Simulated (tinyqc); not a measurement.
Sweep of alpha: linear model of a band gap against the share of exact exchange.

E(alpha) = E0 + S alpha. A wider gap screens less, modelled in the Penn form eps(alpha) = 1 + (e0 - 1)(EP/(EP + S alpha))^2 with a scale EP chosen for the exercise. A dielectric-dependent hybrid takes alpha = 1/eps.

Values chosen for the exercise (of the order of those of SiO2; the results hold for these values, not for the real material):
```
symbol  value  unit  meaning
E0      5.43   eV    gap of the semi-local functional
S       9.85   eV    slope dE/d(alpha)
e0      2.44         optical dielectric constant at alpha = 0
EP      32.2   eV    energy scale of the screening
Et      8.99   eV    target gap
```

Also the exciton scale relative to alpha = 0, (m/m(0))(eps(0)/eps)^2, with a mass proportional to E + D, D = E0/2 + 0.3 eV, a k.p rule for direct gaps only.

Results:
```
alpha  E (eV)    eps  alpha eps  exciton scale
0.00    5.430  2.440      0.000           1.00
0.05    5.923  2.397      0.120           1.10
0.10    6.415  2.356      0.236           1.20
0.15    6.907  2.316      0.347           1.30
0.20    7.400  2.279      0.456           1.41
0.25    7.893  2.243      0.561           1.53
0.35    8.877  2.175      0.761           1.77
0.50   10.355  2.083      1.042           2.17
```

alpha eps reaches 1 between alpha = 0.35 and 0.5 (fixed point 0.477), and the target gap is met between 0.35 and 0.5. At the fixed point the gap is 10.13 eV, +1.14 eV from the target. From 0 to 0.25 the gap grows by 2.46 eV while eps falls by 8 %; the exciton scale, which takes both, grows by a factor of 1.53.

tinyqc: `OMP_NUM_THREADS=1 python tinyqc.py 1851218 1851219 out.jsonl`; about 0.01 s, one thread, shared Intel(R) Xeon(R) Processor @ 2.30GHz.
